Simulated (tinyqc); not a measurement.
Inside a calculation: free and nearly free electrons in a metal. Values are carried at full precision from step to step, so a last printed digit may differ when a step is redone from the rounded ones.

The cubic cell holds 4 atoms: n = 4 z/a^3, kF = (3 pi^2 n)^(1/3), EF = c kF^2/m, vF = 2 c kF/(m hbar), c = hbar^2/2m0; rs = (3/(4 pi n))^(1/3)/a0; D(EF) = 3 n/(2 EF).

Constants: hbar^2/2m0 = 3.80998211 eV angstrom^2; hbar = 6.58211957e-16 eV s; a0 (Bohr radius) = 0.5291772105 angstrom; kB = 8.617333262e-05 eV/K.

Parameters, chosen for this exercise (near those of Cu, whose d bands this model ignores; shifted at random, so the results belong to these values and not to a real crystal): a = 3.62 angstrom (fcc lattice constant); z = 1 (free electrons an atom); m = 1.42 m0 (mass); rho = 1.77 micro-ohm cm (bulk resistivity); T = 290 K; V = 0.37 eV (|V_G| for G = (111)); x = 0.84 (k along G as a share of |G|/2).

## The Fermi sphere

Evaluate the free-electron quantities.

n = 0.08432 1/angstrom^3
kF = 1.3566 1/angstrom
EF = 4.938 eV
vF = 1.106e+06 m/s
rs = 2.673
D(EF) per atom = 0.3038 1/eV

## Relaxation time and mean free path

Drude: 1/rho = n e^2 tau/(m m0) with e = 1.602176634e-19 C and m0 = 9.1093837e-31 kg; mean free path l = vF tau; rho l = hbar kF/(n e^2) = 12 pi^3 hbar/(e^2 S) with S = 4 pi kF^2 does not depend on tau or m.

Use SI units: n in 1/m^3 (1e30 per 1/angstrom^3), rho in ohm m (1e-8 per micro-ohm cm).

tau = 33.76 fs
l = 37.34 nm
rho l = 6.610 1e-16 ohm m^2

Wires lose conductivity to surfaces and grain boundaries, with an excess that scales as rho l over the width and is of the order of rho itself at a width of l = 37 nm.

## Thermal quantities

gamma = (pi^2/3) kB^2 D(EF) per atom, times 96485.33 x 1e3 for mJ/(mol K^2); mu(T) = EF (1 - (pi kB T/EF)^2/12); Wiedemann-Franz kappa = L0 T/rho with L0 = (pi^2/3) (kB/e)^2, kB/e in V/K.

gamma = 0.716 mJ/(mol K^2)
mu - EF = -0.1040 meV
kappa = 400 W/(m K)

## The sphere against the zone faces

Take G = (hkl) 2 pi/a for (111), (200) and (220), with the number of equivalent faces. The Bragg plane of G lies at |G|/2 with |G| = (2 pi/a) sqrt(h^2 + k^2 + l^2). Where kF exceeds it, the sphere cuts the plane in a circle of radius sqrt(kF^2 - G^2/4).

Distance and circle for each G:

| G | faces | \|G\|/2 (1/angstrom) | kF/(\|G\|/2) | circle radius |
|---|---|---|---|---|
| (111) | 8 | 1.5031 | 0.9025 | - |
| (200) | 6 | 1.7357 | 0.7816 | - |
| (220) | 12 | 2.4546 | 0.5527 | - |

The sphere stays inside the first zone; it reaches 0.903 of the way to the nearest faces.

## Two plane waves near the face

Two plane waves k and k - G, G = (111) (2 pi/a): H = [[c k^2/m, V], [V, c (k - G)^2/m]] with c = hbar^2/2m0.

Build H for k along G, diagonalise, and give the weight of the first wave in the lower state and its velocity along G relative to a free electron, (w k + (1 - w)(k - G))/k.

H (eV):
```
        1       2
1  4.2776  0.3700
2  0.3700  8.1575
```

levels (eV): 4.2426  8.1924

w = 0.9911
v/v_free = 0.9789

The splitting is 3.950 eV here and 2V = 0.74 eV on the face, where the normal velocity vanishes. There the lower band lies at 5.692 eV, above the free EF of 4.938 eV, so the Fermi surface does not reach the face. The real noble metals have necks on these faces, through a gap of 4 to 5 eV at L and their d bands.

## Checks

- Lower level against the closed form of the 2 x 2 problem (eV): both 4.2426.
- The product rho l against hbar kF/(n e^2) (1e-16 ohm m^2): both 6.610.

Program tinyqc; command `OMP_NUM_THREADS=1 python tinyqc.py 1680118 1680119 out.jsonl`; about 0.01 s on one thread of a shared Intel(R) Xeon(R) Processor @ 2.30GHz.
